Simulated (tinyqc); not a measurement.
# Energy and delay of logic against supply voltage, step by step

Program tinyqc, `OMP_NUM_THREADS=1 python tinyqc.py 2082046 2082047 out.jsonl`; Intel Xeon 2.30GHz, shared host, one thread, about 0.01 s. Printed values are rounded.

One expression serves below and above threshold: I(Vg) = Ik [ln(1 + exp((Vg - VT + dd V)/(al nf Vt)))]^al, with I_on = I(V) and I_off = I(0). Gate delay td = kd C V/I_on, clock period LD td. Per gate and cycle the switching energy is act C V^2 and the leakage energy I_off V LD td. No short-circuit current, no variation. Minima are sought above 0.09 V; below a few Vt gates no longer switch and the model has no meaning.

Inputs (values chosen for the exercise); values of the order met in logic technologies:
- T = 300 K (temperature)
- VT = 0.34 V (threshold voltage at zero drain bias)
- nf = 1.34 (slope factor)
- dd = 0.09 (barrier lowering per volt of supply)
- Ik = 1.3 uA (specific current of a gate)
- al = 1.52 (exponent of the current law)
- C = 0.71 fF (load capacitance of a gate)
- kd = 0.6 (delay factor)
- LD = 30 (logic depth)
- act = 0.02 (activity factor)
- V = 0.65 V (supply voltage)

Constants: q = 1.602176634e-19 C, kB = 1.380649e-23 J/K, Vt = kB T/q. Results are converted to the units shown.

## Currents, delay and energies

I_on, I_off, td, clock frequency 1/(LD td), both energies and their sum.

I_on = 25.0277 uA
I_off = 0.383067 nA
td = 11.0637 ps
clock frequency = 3.01285 GHz
switching energy = 5.99950 aJ
leakage energy = 0.0826438 aJ
energy = 6.08214 aJ

I_on/I_off = 65300; leakage makes up 1.36 % of the energy.

## Starting value

V = 0.34 V.

V at the start = 0.34 V

## Iteration 1: new V

Minimum-energy supply: E(V) is the energy per gate and cycle; with h = 0.001 V, E' = (E(V + h) - E(V - h))/(2 h), E'' = (E(V - h) - 2 E(V) + E(V + h))/h^2, V(new) = V - E'/E''.

E' = 7.55437 aJ/V
E'' = 69.0877 aJ/V^2
V after iteration 1 = 0.230655 V

## Iteration 2: new V

As before.

E' = -10.9952 aJ/V
E'' = 346.249 aJ/V^2
V after iteration 2 = 0.262411 V

## Course of the iteration

Stop when the step is below 1e-9 V, or after 40 iterations.

Course of the iteration:
```
iteration	V before the step (V)	step (V)
1	0.34	-0.109
2	0.230655	0.0318
3	0.262411	0.0103
4	0.272689	9.20e-4
5	0.273608	6.68e-6
6	0.273615	2.14e-10
```

Converged in 6 iterations. There leakage makes up 30.9 % of the energy and the clock runs at 83.1 MHz.
